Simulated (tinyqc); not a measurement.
Estimate of lattice thermal conductivity from elastic moduli (Slack, Klemens and Cahill formulas): one step, computed by the program tinyqc. Command: `OMP_NUM_THREADS=1 python tinyqc.py 3004825 3004826 out.jsonl slack walk`. One thread of a shared host (Intel(R) Xeon(R) Processor @ 2.30GHz), about 0.01 s of CPU time with the checks.

An isotropic solid.

Problem. Point defects and grains. High-temperature forms with the classical heat capacity. Klemens: kappa/kappa_0 = arctan(u)/u, u^2 = pi^2 Theta V Gamma kappa_0/(h v_m^2). Grains: 1/kappa_poly = 1/kappa + 1/(C v_m d/3), C = 3 k_B/(n V), the acoustic branches alone.

Inputs (values chosen for the exercise, for a model crystal):
```
quantity                    value        unit
volume per atom V            21.4  angstrom^3
atoms per primitive cell n      4           -
temperature T                 300           K
disorder parameter Gamma     0.08           -
grain size d                 1700          nm
```

Grueneisen parameter: from thermal expansion.

kappa of the perfect crystal = 158.8494 W/(m K)

Debye temperature Theta = 571.1823 K

v_m = 5326.429 m/s

Constants: h = 6.62607015e-34 J s; k_B = 1.380649e-23 J/K.

Give: disorder scale u; kappa with point defects; grain-boundary limit; kappa of the polycrystal.

Solution.

disorder scale u = 9.0306

kappa with point defects = 25.691 W/(m K)

grain-boundary limit = 1460.5 W/(m K)

kappa of the polycrystal = 25.246 W/(m K)

For large u the ratio tends to pi/(2u): kappa then falls only as Gamma^(-1/2). Grains remove a further 2 %. Caution: T lies below Theta_a, where umklapp processes begin to freeze out and the Slack formula can fall short.
